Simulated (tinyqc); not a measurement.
Resistance of a source-drain extension with a graded tip: two steps of the calculation.

y runs along the channel, the gate covers y > 0. The doping is N0 for y < y0 and N0 10^(-(y - y0)/la) beyond, uniform over the depth xj. Sheet conductance s(y) = q mu(N) max(N - Nch, 0) xj + (for y > 0) ma Cox Vo, with mu(N) = u0 + (u1 - u0)/(1 + (N/Nr)^au) and Cox = eps0 eox/tox. Current is taken as one-dimensional; depletion of the tip, spreading and the contact are left out. The metallurgical junction lies at yj, where N = Nch.

Values chosen for this exercise; mobility law close to that of electrons in silicon: relative permittivity of the gate insulator (close to silicon dioxide) eox = 3.9; insulator thickness tox = 2.8 nm; active doping of the extension far from the gate N0 = 7.6e19 cm^-3; lateral abruptness la = 5.4 nm/decade; position under the gate where the fall begins (gate edge at 0) y0 = 0 nm; depth of the extension xj = 19 nm; channel doping Nch = 3.9e18 cm^-3; gate overdrive Vo = 0.32 V; mobility of the gate-induced layer ma = 180 cm^2/(V s); mobility at low doping u1 = 1414 cm^2/(V s); mobility at high doping u0 = 68.5 cm^2/(V s); reference doping Nr = 9.2e16 cm^-3; exponent au = 0.711; gate length Lg = 30 nm.

Constants: q = 1.602176634e-19 C, eps0 = 8.8541878128e-14 F/cm where lengths are in cm. Results are converted to the units shown.

Task 1. Sheet resistances and junction position. yj = y0 + la log10(N0/Nch); sheet resistance of the full extension 1/[q mu(N0)(N0 - Nch) xj] and of the gate-induced layer 1/(ma Cox Vo); metallurgical length Lg - 2 yj; ye is where the doped and the gate-induced conductances are equal.

Wanted: yj; sheet resistance of the extension; sheet resistance of the induced layer; metallurgical length; ye; N at ye.

Result 1.

yj = 6.9646 nm
sheet resistance of the extension = 571.29 ohm/square
sheet resistance of the induced layer = 14077 ohm/square
metallurgical length = 16.071 nm
ye = 6.1162 nm
N at ye = 5.6000e18 cm^-3

The gate takes over 0.848 nm before the junction, where N is still 1.44 times the channel doping.

Task 2. Resistance of the overlapped part. Midpoint rule on 12 equal steps from 0 to yj: R_ov = sum h/s(y), per width.

Wanted: y; N; doped conductance; sheet resistance; R_ov.

Result 2.

```
point   y (nm)  N (cm^-3)  doped conductance (uS)  sheet resistance (ohm/square)
0      0.29019  6.7154e19                  1555.4                         614.84
1      0.87058  5.2432e19                  1227.9                         769.86
2       1.4510  4.0937e19                  968.36                         962.10
3       2.0314  3.1962e19                  761.85                         1200.6
4       2.6117  2.4955e19                  596.65                         1497.7
5       3.1921  1.9484e19                  463.57                         1870.5
6       3.7725  1.5212e19                  355.36                         2345.2
7       4.3529  1.1877e19                  266.31                         2964.3
8       4.9333  9.2735e18                  191.87                         3803.7
9       5.5137  7.2404e18                  128.41                         5013.9
10      6.0941  5.6531e18                  73.021                         6941.7
11      6.6745  4.4137e18                  23.331                          10597
```

R_ov = 22.392 ohm um

Program tinyqc, `OMP_NUM_THREADS=1 python tinyqc.py 2282241 2282242 out.jsonl`; Intel Xeon 2.30GHz, shared host, one thread, about 0.05 s.
